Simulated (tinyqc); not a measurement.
Inside a calculation. Model: threshold-voltage variability of a planar MOSFET, analytic estimates.

Numbers from tinyqc (`OMP_NUM_THREADS=1 python tinyqc.py 2090145 2090146 out.jsonl`; about 0.01 s on one thread of a shared Intel Xeon 2.30GHz). Printed values are rounded.

Three independent sources add in quadrature: random dopants in the depleted layer, metal-gate grains of two orientations, and roughness of the two gate edges acting through the roll-off VT = VT(long) - Vr exp(-L/l). These are first-order estimates: no three-dimensional electrostatics, no percolation.

Parameters, values chosen for the exercise; material values close to those of silicon: temperature T = 293 K; band gap Eg = 1.14 eV; relative permittivity of the semiconductor eps_r = 11.8; conduction-band density of states at T Nc = 2.69e19 cm^-3; valence-band density of states at T Nv = 2.59e19 cm^-3; channel doping Na = 1e18 cm^-3; oxide-equivalent thickness in inversion ti = 1.1 nm; gate length L = 20 nm; gate width W = 66 nm; metal grain size G = 5 nm; work-function difference of the two grain orientations dW = 0.2 eV; share of the orientation of higher work function p = 0.3; rms roughness of one gate edge De = 0.7 nm; correlation length of the roughness La = 15 nm; decay length of the threshold roll-off l = 4.4 nm; prefactor of the roll-off Vr = 1.6 V; subthreshold factor n = 1.2; gm/I of a matched pair gI = 25 1/V; spread of the gain factor of one device sb = 2.2 %; number of cells Nb = 1048576; wanted yield Y = 0.49.

Constants: q = 1.602176634e-19 C, kB = 1.380649e-23 J/K, Vt = kB T/q, eps0 = 8.8541878128e-14 F/cm where lengths are in cm. Results are converted to the units shown.

Range of the model: The depletion depth exceeds L, so source and drain share much of the charge and the dopant estimate is rough. gI s exceeds 0.2, so the linear formula for the current mismatch is only a rough guide.

## Random dopants

ni = sqrt(Nc Nv) exp(-Eg/(2 Vt)), Eg in volts; Cox = 3.9 eps0/ti; Wd = sqrt(4 eps0 eps_r Vt ln(Na/ni)/(q Na)); dopants: s1 = (q/Cox) sqrt(Na Wd/(3 L W)). The slope A1 = s1 sqrt(L W); mean number of dopants Na L W Wd.

Cox = 3.139212 uF/cm^2
Wd = 35.65442 nm
mean number of dopants = 47.06383
A1 = 0.5563983 mV um
s1 = 15.31436 mV

Counting alone, 1/sqrt(N) of the depletion voltage q Na Wd/Cox = 182 mV, would give sqrt(3) times more: dopants deep in the layer act less on the surface.

## Metal grains and edge roughness

Grains: Ng = L W/G^2 (at least 1), s2 = dW sqrt(p (1 - p)/Ng). Edges, with exponential correlation and u = W/La: the mean gate length has sL^2 = 2 De^2 (2/u)[1 - (1 - exp(-u))/u]; s3 = sL (Vr/l) exp(-L/l).

Ng = 52.8
s2 = 12.61312 mV
sL = 0.5877566 nm
dVT/dL = 3.860126 mV/nm
s3 = 2.268815 mV

## Total spread, mismatch and leakage

s = sqrt(s1^2 + s2^2 + s3^2). For a pair: s(dVT) = sqrt(2) s; current mismatch sqrt(2) sqrt((gI s)^2 + sb^2); input offset = current mismatch/gI. For a Gaussian VT the off current is log-normal with mean/median = exp(s^2/(2 (n Vt)^2)).

s = 19.96918 mV
s(dVT) = 28.24068 mV
current mismatch = 70.67022 %
input offset = 28.26809 mV
mean/median of Ioff = 1.242585

The dopants give 58.8 % of the variance; without them s would be 12.8 mV. A current mismatch this large is beyond the linear estimate.

## Iteration 1: margin in standard deviations for the wanted yield

k at the start = 2

Cells fail independently with probability Q(k) = erfc(k/sqrt(2))/2 when the margin is k standard deviations, and Y = exp(-Nb Q(k)). phi = exp(-k^2/2)/sqrt(2 pi). Newton steps on ln Q(k) = ln(-ln(Y)/Nb): k(new) = k + [ln Q - ln(-ln(Y)/Nb)] Q/phi.

Q(k) = 0.02275013
phi = 0.05399097
k after iteration 1 = 6.389632

## Iteration 2: margin in standard deviations for the wanted yield

As before.

Q(k) = 8.314279e-11
phi = 5.436931e-10
k after iteration 2 = 5.011843

## Course of the iteration: margin in standard deviations for the wanted yield

Stop when k changes by less than 1e-9, or after 30 iterations.

Course of the iteration:

| iteration | k | \|change\| |
|---|---|---|
| 1 | 6.389632 | 4.39 |
| 2 | 5.011843 | 1.38 |
| 3 | 4.833742 | 0.178 |
| 4 | 4.830691 | 3.05e-3 |
| 5 | 4.830690 | 8.94e-7 |
| 6 | 4.830690 | < 1e-12 |

Converged in 6 iterations. At the end the number of correct digits about doubles with each step. With s(dVT) = 28.2 mV, 4.83 standard deviations are 136 mV.
